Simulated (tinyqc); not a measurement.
Comparisons within one model: tunnelling through a thin dielectric with one trap, as a tight-binding chain. A value that a table varies takes the place of the one given here.

Hopping -t everywhere, t = c/(m a^2), c = hbar^2/2m0; lead sites at 2t (band bottom 0), barrier sites 1 to N at 2t + phi, and site j has U besides. No voltage. Leads give S = -t exp(ika) on sites 1 and N, cos(ka) = 1 - E/(2t). T = (2 t sin(ka))^2 |G_1N|^2, G = (E - H - S)^-1. In the barrier cosh(q a) = 1 + (phi - E)/(2t).

Resonance: the lowest eigenvalue of H + S(E), iterated until its real part equals E (40 rounds from Eb = phi + 2t - sqrt(4t^2 + U^2), the level in an endless barrier). With v the normalised squared amplitudes of that state, Gamma_L = 2 t sin(ka) v_1, Gamma_R = 2 t sin(ka) v_N; Breit-Wigner T = Gamma_L Gamma_R/((E - Er)^2 + (Gamma_L + Gamma_R)^2/4).

Constants: hbar^2/2m0 = 3.80998211 eV angstrom^2.

Parameters, chosen for this exercise (barrier and mass of the size used for Si3N4 on silicon; not measured data): a = 3 angstrom (site spacing); m = 0.44 m0 (mass, the same in leads and barrier); phi = 2.14 eV (conduction edge of the barrier above that of the leads); N = 7 (barrier sites); j = 3 (site of the trap); U = -2.05 eV (extra energy on the trap site); E = 1.26 eV (electron energy).

## Transmission around the level

Er = 1.25895 eV

widths (meV): left 26.924, right 0.66360

Energies Er + x (Gamma_L + Gamma_R).

T:

| x | E (eV) | chain | Breit-Wigner | no trap |
|---|---|---|---|---|
| -8.0 | 1.0382 | 0.000145 | 0.000365 | 2.21e-06 |
| -3.0 | 1.1762 | 0.00180 | 0.00254 | 4.79e-06 |
| -1.0 | 1.2314 | 0.0168 | 0.0188 | 6.59e-06 |
| -0.5 | 1.2452 | 0.0444 | 0.0470 | 7.14e-06 |
| 0.0 | 1.2590 | 0.0938 | 0.0939 | 7.75e-06 |
| 0.5 | 1.2727 | 0.0504 | 0.0470 | 8.41e-06 |
| 1.0 | 1.2865 | 0.0215 | 0.0188 | 9.13e-06 |
| 3.0 | 1.3417 | 0.00371 | 0.00254 | 1.28e-05 |
| 8.0 | 1.4797 | 0.00100 | 0.000365 | 3.08e-05 |

At Er the chain gives 0.0938, 1.21e+04 times the value without trap, and Breit-Wigner 0.0939. In the wings the single pole gives 2.53 times the chain value at x = -8 and 0.365 times at x = 8, because the widths and the level shift change with energy.

## Where a trap does most harm

The trap is moved through the barrier. The area under the resonance, 2 pi Gamma_L Gamma_R/(Gamma_L + Gamma_R), sets the current through it.

Against position:

| j | Er (eV) | Gamma_L (meV) | Gamma_R (meV) | peak | area (meV) |
|---|---|---|---|---|---|
| 3 | 1.2590 | 26.9 | 0.664 | 0.0939 | 4.07 |
| 4 | 1.2546 | 4.13 | 4.13 | 1.00 | 13.0 |
| 5 | 1.2590 | 0.664 | 26.9 | 0.0939 | 4.07 |

The area is largest at j = 4 (13.0 meV) and 3.19 times smaller at j = 3: the slower of the two steps limits the current, so traps in the middle carry most. Each site towards a lead multiplies its width by about 6.51, close to exp(2 q a) = 6.38 at Eb.

## Direct against trap-assisted paths

N odd, the trap in the middle, j = (N + 1)/2. Direct T is that without trap at the energy Er; area = 2 pi Gamma_L Gamma_R/(Gamma_L + Gamma_R). The exponents are the slopes of the logarithms between the last two rows, per angstrom.

Against thickness:

| N | N a (angstrom) | Er (eV) | direct T | area (meV) |
|---|---|---|---|---|
| 5 | 15.0 | 1.2647 | 0.000319 | 86.5 |
| 7 | 21.0 | 1.2546 | 7.55e-06 | 13.0 |
| 9 | 27.0 | 1.2529 | 1.84e-07 | 2.01 |
| 11 | 33.0 | 1.2527 | 4.50e-09 | 0.315 |
| 13 | 39.0 | 1.2526 | 1.10e-10 | 0.0493 |
| 15 | 45.0 | 1.2526 | 2.71e-12 | 0.00773 |
| 17 | 51.0 | 1.2526 | 6.65e-14 | 0.00121 |

exponents (1/angstrom): direct 0.6179, through the trap 0.3089

The direct path falls as exp(-0.618 d) and the path through a central trap as exp(-0.309 d), 2.00 times more slowly, since each step crosses half the layer. From 5 to 17 sites the first loses 9.7 decades and the second 4.9: in thicker layers even few traps rule the leakage. Inelastic capture with phonons is left out.

## What each parameter does

Resonance and log10 T at E. Each row changes one parameter from the base and keeps the others.

Results:

| case | Er (eV) | Gamma_L (meV) | Gamma_R (meV) | log10 T |
|---|---|---|---|---|
| base | 1.2590 | 26.92 | 0.6636 | -1.028 |
| m = 0.405 m0 | 1.3112 | 34.76 | 1.087 | -1.979 |
| phi = 2.24 eV | 1.3597 | 26.27 | 0.6479 | -2.952 |
| N = 8 | 1.2588 | 26.91 | 0.1045 | -1.813 |
| j = 4 | 1.2546 | 4.135 | 4.135 | -0.421 |
| U = -1.988 eV | 1.3049 | 28.30 | 0.7628 | -2.094 |

The largest shifts from the base row, up to three for each result and ties (the steps differ in size, so this ranks the rows, not the parameters). Er (eV): phi +0.1007, m +0.0522, U +0.0459. Gamma_L (meV): j -22.8, m +7.83, U +1.37. Gamma_R (meV): j +3.47, N -0.559, m +0.423. log10 T: phi -1.924, U -1.066, m -0.951.

tinyqc: `OMP_NUM_THREADS=1 python tinyqc.py 1480442 1480443 out.jsonl`; about 0.04 s, one thread, shared Intel(R) Xeon(R) Processor @ 2.30GHz.
